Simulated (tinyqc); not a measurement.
Worked calculation: Luttinger-Kohn k.p, four valence bands. One step of it, computed by the program tinyqc.

Problem. Levels at k. Diagonalise the Hermitian matrix.

H(k) at k (eV), order 3/2, 1/2, -1/2, -3/2:
$$\begin{pmatrix}
0.042829 & 0.036909+0.002171i & -0.016117-0.002109i & 0.000000 \\
0.036909-0.002171i & 0.063668 & 0.000000 & -0.016117-0.002109i \\
-0.016117+0.002109i & 0.000000 & 0.063668 & -0.036909-0.002171i \\
0.000000 & -0.016117+0.002109i & -0.036909+0.002171i & 0.042829
\end{pmatrix}$$

Give: eigenvalues.

Solution.

eigenvalues (eV): [0.012, 0.012, 0.095, 0.095]
